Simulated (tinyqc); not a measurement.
Averaged masses of warped heavy- and light-hole bands: one step. Density-of-states masses from three directions. Two cases, with inputs chosen for the exercise.

Problem. m_d^(3/2) is the angular mean of m(u)^(3/2). The rule mean = (10 F[100] + 16 F[110] + 9 F[111])/35 is exact for cubic harmonics up to sixth order. Total m_d = (m_h^(3/2) + m_l^(3/2))^(2/3).

Four-band hole energies E = c k^2 f(u), c = hbar^2/2m0, f = g1 -/+ 2 sqrt(g2^2 + 3 (g3^2 - g2^2) s), s = ux^2 uy^2 + uy^2 uz^2 + uz^2 ux^2 for the unit vector u; minus for heavy, plus for light holes; the mass along u is 1/f.

Case 1.

Values chosen (out of a larger set: near those of Si; not measured data):
- g1 = 4.28 (Luttinger gamma1)
- g2 = 0.34 (gamma2)
- g3 = 1.45 (gamma3)

Case 2.

Values chosen (out of a larger set: near those of GaAs; not measured data):
- g1 = 7.03 (Luttinger gamma1)
- g2 = 2.04 (gamma2)
- g3 = 2.95 (gamma3)

Give: m^(3/2); m_d heavy, light; total; share of light holes.

Solution.

Case 1.

m^(3/2):

| direction | heavy | light |
|---|---|---|
| [100] | 0.14640 | 0.09053 |
| [110] | 0.43359 | 0.05622 |
| [111] | 0.61685 | 0.05198 |

m_d heavy, light (m0): 0.5417  0.1615

total = 0.5990 m0
share of light holes = 14.0 %

Case 2.

m^(3/2):

| direction | heavy | light |
|---|---|---|
| [100] | 0.19736 | 0.02700 |
| [110] | 0.52930 | 0.02254 |
| [111] | 0.83250 | 0.02151 |

m_d heavy, light (m0): 0.6404  0.0822

total = 0.6598 m0
share of light holes = 4.4 %

Computed by tinyqc, one run a case: `OMP_NUM_THREADS=1 python tinyqc.py N N+1 out.jsonl` with N = 1050771, 1051156; one thread of a shared Intel(R) Xeon(R) Processor @ 2.30GHz, about 0.02 s a run at most.
